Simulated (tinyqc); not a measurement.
UHF in the sto-3g basis, for H3, spin multiplicity 2, step by step. One step of it, computed by the program tinyqc.

Task: Iteration 3: diagonalisation and new density. Diagonalise F' = X^T F X, C = X C', fill 2 alpha and 1 beta electrons from the bottom; D(s) = C_occ C_occ^T. Each column has its largest component positive (the first on a tie).

extrapolated F(alpha) (hartree):
```
           1H 1s      2H 1s      3H 1s
1H 1s  -0.261997  -0.476538  -0.476476
2H 1s  -0.476538  -0.462108  -0.244615
3H 1s  -0.476476  -0.244615  -0.462138
```

extrapolated F(beta) (hartree):
```
           1H 1s      2H 1s      3H 1s
1H 1s  -0.415661  -0.431371  -0.431299
2H 1s  -0.431371  -0.010248  -0.274518
3H 1s  -0.431299  -0.274518  -0.010119
```

X:
```
               1          2         3
1H 1s   1.190548  -0.000063  0.471783
2H 1s  -0.701452  -0.820381  0.400437
3H 1s  -0.701257   0.820502  0.400414
```

Give: F' = X^T F X; orbital energies; coefficients C; F' = X^T F X; orbital energies; coefficients C; D(alpha) after iteration 3; D(beta) after iteration 3.

Result:

F' = X^T F X (alpha) (hartree):
```
        1        2        3
1  0.5249   0.0000   0.1108
2  0.0000  -0.2928   0.0000
3  0.1108   0.0000  -0.6450
```

orbital energies (alpha) (hartree): MO1 -0.6554, MO2 -0.2928, MO3 0.5353

coefficients C (alpha):
```
          MO1      MO2      MO3
1H 1s  0.3584  -0.0001   1.2294
2H 1s  0.4642  -0.8204  -0.6610
3H 1s  0.4642   0.8205  -0.6607
```

F' = X^T F X (beta) (hartree):
```
         1       2        3
1   0.5714  0.0000  -0.1994
2   0.0000  0.3559   0.0001
3  -0.1994  0.0001  -0.5098
```

orbital energies (beta) (hartree): MO1 -0.5453, MO2 0.3559, MO3 0.6070

coefficients C (beta):
```
          MO1      MO2      MO3
1H 1s  0.6737   0.0001   1.0891
2H 1s  0.2710  -0.8204  -0.7609
3H 1s  0.2709   0.8205  -0.7608
```

D(alpha) after iteration 3:
```
        1H 1s    2H 1s    3H 1s
1H 1s  0.1285   0.1665   0.1663
2H 1s  0.1665   0.8885  -0.4576
3H 1s  0.1663  -0.4576   0.8887
```

D(beta) after iteration 3:
```
        1H 1s   2H 1s   3H 1s
1H 1s  0.4538  0.1826  0.1825
2H 1s  0.1826  0.0734  0.0734
3H 1s  0.1825  0.0734  0.0734
```
